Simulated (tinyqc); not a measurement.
Undoped gate-all-around wire MOSFET, analytic charge model: two steps of the calculation.

An undoped round wire of radius R under an insulator shell and a surrounding gate; long channel, electrons only, n = ni exp((psi - V)/Vt) with V the quasi-Fermi potential (0 at the source, Vd at the drain), constant mobility, no quantisation. The radial Poisson equation gives n(r) = n(0)/(1 - (1 - b) r^2/R^2)^2 with b = Q0/(Q + Q0). Q is the electron charge per area of the wire surface.

Inputs (values chosen for the exercise); material values those of a made-up semiconductor: temperature T = 325 K; wire radius R = 6 nm; channel mobility mu = 290 cm^2/(V s); gate length L = 1 um; gate voltage Vg = 0.99 V; drain voltage Vd = 0.1 V.

Constants: q = 1.602176634e-19 C, kB = 1.380649e-23 J/K, Vt = kB T/q. Results are converted to the units shown.

Question 1. Charge at the source by Newton steps in y = ln(Q/Q0). With V = 0 and Q = Q0 exp(y): f = Q/Cox + Vt y + Vt ln(1 + Q/Q0) - (Vg - V0); df/dy = Q/Cox + Vt (1 + Q/(Q + Q0)); y(new) = y - f/(df/dy).

y at the start = 2
Cox = 2.4893130 uF/cm^2
Q0 = 163.99303 nC/cm^2
V0 = 0.59945530 V

Give: Q; f; df/dy; y after iteration 1.

Answer 1.

Q = 1211.8 nC/cm^2
f = 0.21182 V
df/dy = 0.53946 V
y after iteration 1 = 1.6073

Question 2. Drain current and line charge. Q solves Vg - V0 - V = Q/Cox + Vt ln(Q/Q0) + Vt ln(1 + Q/Q0). I = mu (2 pi R/L)[2 Vt (Qs - Qd) + (Qs^2 - Qd^2)/(2 Cox) + Vt Q0 ln((Qd + Q0)/(Qs + Q0))], with Qs at V = 0 and Qd at V = Vd. Electrons per length at the source: 2 pi R Qs/q; surface over centre density: (1 + Qs/Q0)^2.

Qs = 746.94633 nC/cm^2
Qd = 538.85965 nC/cm^2
Cox = 2.4893130 uF/cm^2
Q0 = 163.99303 nC/cm^2

Give: first term; second term; third term; I; electrons per length; surface over centre density.

Answer 2.

first term = 0.1274 uA
second term = 0.5875 uA
third term = -0.01302 uA
I = 0.7019 uA
electrons per length = 1.758 1/nm
surface over centre density = 30.86

The square-law term makes up 83.7 % of the current.

Program tinyqc, `OMP_NUM_THREADS=1 python tinyqc.py 2460004 2460005 out.jsonl`; Intel Xeon 2.30GHz, shared host, one thread, about 0.02 s.
